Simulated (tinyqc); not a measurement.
From results back to parameters: effective mass of the heavy-hole band from tabulated energies. Four cases, with inputs chosen for the exercise.

Problem. A band follows E (1 + alpha E) = c k^2/m, c = hbar^2/2m0. Its energies at two wave vectors are given.

Constants: hbar^2/2m0 = 3.80998211 eV angstrom^2.

Case 1.

Values chosen (out of a larger set: band of an eight-band Kane model near InP; not measured data): k12 = (0.03, 0.08) 1/angstrom (two wave vectors).

energies (meV): 3.63498  22.25806

Case 2.

Values chosen (out of a larger set: band of an eight-band Kane model near CdTe; not measured data): k12 = (0.09, 0.24) 1/angstrom (two wave vectors).

energies (meV): 44.27180  300.52659

Case 3.

Values chosen (out of a larger set: band of an eight-band Kane model near InP; not measured data): k12 = (0.042, 0.112) 1/angstrom (two wave vectors).

energies (meV): 6.96053  37.81610

Case 4.

Values chosen (out of a larger set: band of an eight-band Kane model near GaAs; not measured data): k12 = (0.045, 0.12) 1/angstrom (two wave vectors).

energies (meV): 11.21111  63.23513

Find: y = c k^2/E; m; alpha.
Solution. y = m + m alpha E is a straight line through the two points.

Case 1.

y = c k^2/E (m0): 0.94333  1.09551
m = 0.9136 m0
alpha = 8.94 1/eV

Case 2.

y = c k^2/E (m0): 0.69708  0.73023
m = 0.6913 m0
alpha = 0.19 1/eV

Case 3.

y = c k^2/E (m0): 0.96556  1.26381
m = 0.8983 m0
alpha = 10.76 1/eV

Case 4.

y = c k^2/E (m0): 0.68818  0.86761
m = 0.6495 m0
alpha = 5.31 1/eV

Computed by tinyqc, one run a case: `OMP_NUM_THREADS=1 python tinyqc.py N N+1 out.jsonl` with N = 1880846, 1881039, 1881052, 1881212; one thread of a shared Intel(R) Xeon(R) Processor @ 2.30GHz, about 0.01 s a run at most.
